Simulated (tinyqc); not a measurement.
# Electron density from the centroid

Question. In the Fang-Howard model the centroid is 3/b with b^3 = 6 (mz1/C) q (Nd + 11 Ns/32)/(eps0 eps_r), C = hbar^2/(2 m0), the field in eV/nm. Find b and Ns.

Values chosen for this exercise; masses and permittivity close to those of 4H silicon carbide (0001):
```
symbol   value   unit                                     meaning
eps_r     9.61                              relative permittivity
mz1      0.328     m0  mass along z of valley set A (3 valley(s))
Nd      1.3e11  cm^-2           sheet density of depletion charge
```

Constants: q = 1.602176634e-19 C, hbar = 1.054571817e-34 J s, m0 = 9.1093837015e-31 kg, eps0 = 8.8541878128e-14 F/cm where lengths are in cm, hbar^2/(2 m0) = 0.0380998212 eV nm^2. Results are converted to the units shown.

centroid = 2.8807078 nm

Solution. b = 3/centroid gives Nd + 11 Ns/32, from which the depletion charge is taken off.

b = 1.04 1/nm
Ns = 3.00e12 cm^-2

Numbers from tinyqc (`OMP_NUM_THREADS=1 python tinyqc.py 2160040 2160041 out.jsonl`; about 0.4 s on one thread of a shared Intel Xeon 2.30GHz).
